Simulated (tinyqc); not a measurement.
Exact and approximate surface terms: size effects in the resistivity of thin metal films and interconnect lines. Computed by tinyqc, a small Python program. Command: `OMP_NUM_THREADS=1 python tinyqc.py 3020858 3020859 out.jsonl size walk`. One thread of a shared host (Intel(R) Xeon(R) Processor @ 2.30GHz), about 0.01 s of CPU time with the checks.

Electrons lose their drift at surfaces (a share 1 - p of the hits) and at grain boundaries (reflection R), besides bulk scattering.

Inputs (values chosen for the exercise, modelled on nickel): bulk mean free path lambda = 6.17 nm; specularity p = 0.

Geometry: film.

Method. Fuchs-Sondheimer film: rho_b/rho = 1 - (3/(2 kappa))(1 - p) int_0^1 (s - s^3)(1 - exp(-kappa/s))/(1 - p exp(-kappa/s)) ds, f = rho/rho_b, kappa = thickness/lambda, 80 Gauss-Legendre points. Thick-film form 1 + 3 (1 - p)/(8 kappa); thin-film form (4/3)((1 - p)/(1 + p))/(kappa ln(1/kappa)).

Rho/rho_b:
```
kappa,h (nm),exact,thick-film form,thin-film form
0.01,6.1700e-02,26.484,38.5000,28.953
0.02,1.2340e-01,15.333,19.7500,17.041
0.05,3.0850e-01,7.728,8.5000,8.902
0.1,6.1700e-01,4.782,4.7500,5.791
0.2,1.2340e+00,3.096,2.8750,4.142
0.5,3.0850e+00,1.916,1.7500,-
1,6.1700e+00,1.462,1.3750,-
2,1.2340e+01,1.221,1.1875,-
5,3.0850e+01,1.081,1.0750,-
10,6.1700e+01,1.039,1.0375,-
```

The thick-film form is within 5 % down to kappa = 2; at kappa = 0.01 it is 1.45 times the exact value and the thin-film form 1.09 times. The resistivity doubles between 1.23 and 3.08 nm. Rows thinner than about 5 nm only illustrate the formulas.

Extremes, crossings and ranges named in words are read from the listed rows.
